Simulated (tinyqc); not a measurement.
Undoped symmetric double-gate MOSFET, analytic potential model: one step of the calculation.

An undoped body of thickness ts between two equal insulators and tied gates; long channel, electrons only, n = ni exp((psi - V)/Vt) with V the quasi-Fermi potential (0 at the source, Vd at the drain), constant mobility, no quantisation. Across the body psi(x) = V - 2 Vt ln[(ts/(2 beta)) sqrt(q ni/(2 eps0 eps_r Vt)) cos(2 beta x/ts)], x from the centre. Q is the electron charge per area of the whole body.

Problem. beta at the source by Newton steps. With V = 0: f = ln(beta) - ln(cos beta) + 2 r beta tan(beta) - (Vg - V0)/(2 Vt); f' = 1/beta + tan(beta) + 2 r [tan(beta) + beta/cos^2(beta)]; beta(new) = beta - f/f'.

Inputs (values chosen for the exercise):
- T = 300 K (temperature)
- Vg = 0.61 V (gate voltage)

Constants: q = 1.602176634e-19 C, kB = 1.380649e-23 J/K, Vt = kB T/q. Results are converted to the units shown.

beta at the start = 1.5
r = 0.28904564
V0 = 0.24553291 V

Give: f; f'; beta after iteration 1.

Solution.

f = 8.233
f' = 196.2
beta after iteration 1 = 1.458

tinyqc, about 0.01 s, one thread, Intel Xeon 2.30GHz (shared host): `OMP_NUM_THREADS=1 python tinyqc.py 2440081 2440082 out.jsonl`
